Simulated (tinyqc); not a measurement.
Ferroelectric with a first-order transition, Landau-Devonshire energy: two steps of the calculation.

One domain with free energy u = al P^2 + be P^4 + ga P^6 - E P, al = a0 (T - T0), be < 0 < ga (P in uC/cm^2, E in kV/cm, u in mJ/cm^3). Equilibrium: E = 2 al P + 4 be P^3 + 6 ga P^5; a state is stable against small changes where dE/dP > 0. The coercive field is that of uniform switching, which real films, switching by domains, do not reach.

Inputs (values chosen for the exercise): slope of the quadratic coefficient a0 = 0.02 kV cm/(uC K); Curie-Weiss temperature T0 = 450 K; quartic coefficient be = -0.00099 kV cm^5/uC^3; sixth-order coefficient ga = 3.1e-7 kV cm^9/uC^5; applied field Ea = -240 kV/cm.

Question 1. Transition temperatures. TC = T0 + be^2/(4 a0 ga), where u(Ps) = u(0); T1 = T0 + be^2/(3 a0 ga), where the polar minimum disappears. At TC the polarisation jumps from sqrt(-be/(2 ga)) to zero, with latent heat TC a0 Ps^2.

Find: TC; T1; jump of P; latent heat.

Answer 1.

TC = 489.52 K
T1 = 502.69 K
jump of P = 39.960 uC/cm^2
latent heat = 15.633 J/cm^3

Thermal hysteresis can span T0 to T1, 52.7 K.

Question 2. Polarisation on the upper branch by Newton steps. f = 2 al P + 4 be P^3 + 6 ga P^5 - Ea, f' = 2 al + 12 be P^2 + 30 ga P^4, P(new) = P - f/f'.

P after iteration 1 = 66.169478 uC/cm^2
al = -3 kV cm/uC

Wanted: f; f'; P after iteration 2.

Answer 2.

f = 1055.1 kV/cm
f' = 120.27 kV cm/uC
P after iteration 2 = 57.397 uC/cm^2

tinyqc, about 0.01 s, one thread, Intel Xeon 2.30GHz (shared host): `OMP_NUM_THREADS=1 python tinyqc.py 2860021 2860022 out.jsonl`
